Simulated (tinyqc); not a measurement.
Implant damage, amorphisation by cascade overlap, and solid-phase epitaxial regrowth. From lower edge back to dose Q. Computed by tinyqc, a small Python program. Command: `OMP_NUM_THREADS=1 python tinyqc.py 3113522 3113523 out.jsonl sper inv`. One thread of a shared host (Intel(R) Xeon(R) Processor @ 2.30GHz), about 0.01 s of CPU time with the checks.

Range and width of the damage are inputs. Dynamic annealing enters only through the surviving share f.

Inputs (values chosen for the exercise, modelled on silicon ions in germanium):

| quantity | value | unit |
|---|---|---|
| atomic density N | 44.2 | 1/nm^3 |
| ion Z1 | 14 | - |
| ion mass M1 | 28 | u |
| target Z2 | 32 | - |
| target mass M2 | 72.63 | u |
| ion energy E | 110 | keV |
| displacement energy E_d | 15 | eV |
| depth of the damage peak R_d | 74 | nm |
| width of the damage profile s_d | 34 | nm |
| share of defects that survive f | 0.62 | - |
| critical displaced share x_c | 0.13 | - |

Constants: a_0 = 0.529177210903 angstrom; e^2/(4 pi eps_0) = 14.39964548 eV angstrom.

Method. Robinson partition: eps = E a M2/(Z1 Z2 (e^2/(4 pi eps_0)) (M1 + M2)), a = 0.8853 a_0/sqrt(Z1^(2/3) + Z2^(2/3)); k = 0.0793 Z1^(2/3) Z2^(1/2) (M1 + M2)^(3/2)/((Z1^(2/3) + Z2^(2/3))^(3/4) M1^(3/2) M2^(1/2)); damage energy T_d = E/(1 + k (eps + 0.40244 eps^(3/4) + 3.4008 eps^(1/6))); displacements nu = 0.8 T_d/(2 E_d). Displaced share x(z) = f nu Q exp(-(z - R_d)^2/(2 s_d^2))/(sqrt(2 pi) s_d N); the layer is amorphous where x > x_c, between R_d -/+ s_d sqrt(2 ln(x_max/x_c)), the upper edge being cut at the surface. Threshold dose Q_c = Q x_c/x_max.

Problem. A run gave the result below. Find the dose Q, known to lie between 9.5e+14 and 2e+15 1/cm^2.

lower edge = 155.5871 nm

Solution.

Each step takes the trial c = (a f_b - b f_a)/(f_b - f_a), f being the result less the target and a, b, c the logarithms of the listed values; c replaces end b, the old b replaces a if the sign of f changed, and otherwise f_a is halved.

Scan of the range:

| dose Q (1/cm^2) | lower edge (nm) |
|---|---|
| 9.50e+14 | 152.443 |
| 1.08e+15 | 154.310 |
| 1.22e+15 | 156.046 |
| 1.38e+15 | 157.764 |
| 1.56e+15 | 159.440 |
| 1.77e+15 | 161.132 |
| 2.00e+15 | 162.738 |

False position (Illinois rule, in the logarithm of the input) inside the bracket:

| step | end a | end b | trial | lower edge (nm) |
|---|---|---|---|---|
| 1 | 1.08000e+15 | 1.22000e+15 | 1.18130e+15 | 155.591 |
| 2 | 1.08000e+15 | 1.18130e+15 | 1.18071e+15 | 155.584 |
| 3 | 1.18130e+15 | 1.18071e+15 | 1.18100e+15 | 155.587 |

Lower edge rises at every point of a 13-point scan of the range (every second point is shown), so one value fits; it is bracketed by 1.08e15 and 1.22e15. Answer: dose Q = 1.181e15 1/cm^2.
